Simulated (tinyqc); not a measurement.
Power iteration on a symmetric matrix, step by step. One step of it, computed by the program tinyqc.

Task: Step 2. w = (A - shift) v; v' = w/|w| with its largest component positive (the first on a tie); lambda = v'^T A v'.

A:
```
           1          2         3         4
1   0.169000  -0.145000  0.139000  0.103000
2  -0.145000   0.595000  0.049000  0.662000
3   0.139000   0.049000  1.335000  0.203000
4   0.103000   0.662000  0.203000  3.698000
```

vector after step 1: -0.013820  0.179450  0.301459  0.936338

shift = 0.330000

Give: vector after step 2; Rayleigh quotient after step 2.

Result:

vector after step 2: 0.0333  0.1989  0.1453  0.9686

Rayleigh quotient after step 2 = 3.8426
